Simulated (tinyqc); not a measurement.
From results back to parameters: density of states of one tight-binding band on the simple cubic lattice. Three cases, with inputs chosen for the exercise.

Problem. For E(k) = -2 t (c1 + c2 + c3) - 4 t2 (c1 c2 + c2 c3 + c3 c1), ci = cos(2 pi ki), two differences between symmetry points are known: Gamma = (0, 0, 0), X = (1/2, 0, 0), M = (1/2, 1/2, 0), R = (1/2, 1/2, 1/2).

Case 1.

E(X) - E(Gamma) = 6.5600 eV
E(M) - E(X) = 6.5600 eV

Case 2.

E(X) - E(Gamma) = 6.8800 eV
E(M) - E(X) = 6.8800 eV

Case 3.

E(X) - E(Gamma) = 2.4400 eV
E(M) - E(X) = 3.2400 eV

Find: t; t2; E(R) - E(M).

Solution. E(Gamma) = -6t - 12 t2, E(X) = -2t + 4 t2, E(M) = 2t + 4 t2, E(R) = 6t - 12 t2.

Case 1.

t = 1.640 eV
t2 = 0.000 eV
E(R) - E(M) = 6.560 eV

Case 2.

t = 1.720 eV
t2 = 0.000 eV
E(R) - E(M) = 6.880 eV

Case 3.

t = 0.810 eV
t2 = -0.050 eV
E(R) - E(M) = 4.040 eV

Computed by tinyqc, one run a case: `OMP_NUM_THREADS=1 python tinyqc.py N N+1 out.jsonl` with N = 1680390, 1680473, 1680504; one thread of a shared Intel(R) Xeon(R) Processor @ 2.30GHz, about 0.2 s a run at most.
